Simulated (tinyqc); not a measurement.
Worked calculation: precursor delivery and alloy composition in metal-organic vapour-phase epitaxy. Computed by tinyqc, a small Python program that keeps every step. Command: `OMP_NUM_THREADS=1 python tinyqc.py 3015777 3015778 out.jsonl movpe walk`. One thread of a shared host (Intel(R) Xeon(R) Processor @ 2.30GHz), about 0.01 s of CPU time with the checks. Intermediate numbers are printed to about 7 digits and carried at full precision; extremes and crossings named in words are read from the listed rows.

Carrier gas leaves each bubbler saturated. Group-III species cross a boundary layer and react at the surface; element 2 can also desorb. The film is (1)_(1-x) (2)_x V with a zinc-blende cell.

Inputs (values chosen for the exercise, close to those used for InGaP from TEGa and TMIn): source 1: a in log10(p/torr) = a - b/T = 8.08; source 1: b = 2162 K; source 1: bath temperature = 15 C; source 1: carrier flow = 32 sccm; source 2: a = 10.52; source 2: b = 3014 K; source 2: bath temperature = 20 C; source 2: carrier flow = 270 sccm; bubbler pressure p_b = 600 torr; group-V hydride flow = 330 sccm; total flow = 9.4 slm; reactor pressure p = 200 torr; diffusivity D0 at 273.15 K and 760 torr = 0.39 cm^2/s; boundary layer delta = 1.1 cm; prefactor of the surface rate k_s = 2.9e+13 cm/s; energy of k_s = 1.82 eV; prefactor of the loss of element 2 = 5.7e+15 layers/s; energy of the loss = 3.07 eV; lattice constant a = 5.65 angstrom; growth temperature T = 680 C.

Constants: k_B = 1.380649e-23 J/K; k_B = 8.617333262e-05 eV/K.

## Molar flows

Temperatures in kelvin are T(C) + 273.15. Vapour pressure p_v = 10^(a - b/T); precursor flow = carrier flow x p_v/(p_b - p_v); 1 sccm = 44.615 micromol/min; V/III = hydride flow over the sum of both; gas share x_g = F2/(F1 + F2).

vapour pressures (torr): source 1 3.775404, source 2 1.732105

molar flows (micromol/min): F1 9.040332, F2 34.87571

V/III ratio = 335.2522

gas share x_g = 0.7941451

The slope of F2 with the temperature of bath 2 is b ln(10)/T^2 x p_b/(p_b - p_v) = 8.1 % per kelvin.

## Transport to the surface

Partial pressure p_i = p F_i/(44615 x total flow in slm); density n_i = p_i/(k_B T), 1 torr = 133.322 Pa; D = D0 (T/273.15)^1.75 (760/p), h = D/delta, the same for both; k_s = prefactor x exp(-energy/(k_B T)); arrival J_i = n_i/(1/h + 1/k_s); in layers per second g_i = J_i a^2/2 (two group-III sites per a^2 on (001)).

densities (1/cm^3): n1 4.367802e+13, n2 1.685007e+14

h = 12.00288 cm/s

k_s = 6904.825 cm/s

arrival rates (layers/s): g1 0.8353358, g2 3.222551

Growth is transport-limited.

## Composition and growth rate

Loss of element 2 is r x with r = prefactor x exp(-energy/(k_B T)). Then x = (g2 - r x)/(g1 + g2 - r x), or r x^2 - (g1 + g2 + r) x + g2 = 0, smaller root; growth rate G = g1/(1 - x) layers/s; one layer is a/2 thick, 1 angstrom/s = 0.36 um/h. Distribution coefficient = [x/(1 - x)]/[x_g/(1 - x_g)], x_g = g2/(g1 + g2).

loss rate r = 0.3336243 layers/s

solid share x = 0.7800386

growth rate G = 3.862207 um/h

distribution coefficient = 0.9192442

8.1 % of element 2 is lost again. Caution: the lattice constant is held fixed as x changes, delta does not respond to the flow, both precursors share one D and k_s, and gas-phase side reactions are left out.

## Three regimes over temperature

The formulas are those given above.

Growth:
```
T (C)         k_s/h  r (layers/s)          x  G (um/h)
450    8.110505e-01  2.293114e-06  0.7941449  1.505020
500    4.769943e+00  5.547282e-05  0.7941420  2.921037
550    2.246533e+01  9.112595e-04  0.7941024  3.544945
600    8.806229e+01  1.086396e-02  0.7936724  3.818747
650    2.961025e+02  9.902376e-02  0.7899915  3.942925
700    8.747013e+02  7.192295e-01  0.7625687  3.636354
750    2.314147e+03  4.303592e+00  0.5451031  1.972056
800    5.569524e+03  2.179689e+01  0.1541989  1.099549
850    1.235116e+04  9.554916e+01  0.0378183  1.000234
```

G peaks at 650 C among these rows. Between the first rows the apparent energy is 0.64 eV, against 1.82 eV for k_s, as control is already mixed; k_s passes h between 450 and 500 C, well above which G depends weakly on T until desorption sets in. Among these rows x stays within 2 % of x_g up to 650 C and then falls, to 0.038 in the last row, as element 2 desorbs. Caution: in these rows, too, a is fixed and both precursors share one D and k_s.

Checks made by the program: balance of element 2 (relative difference below 1e-10).
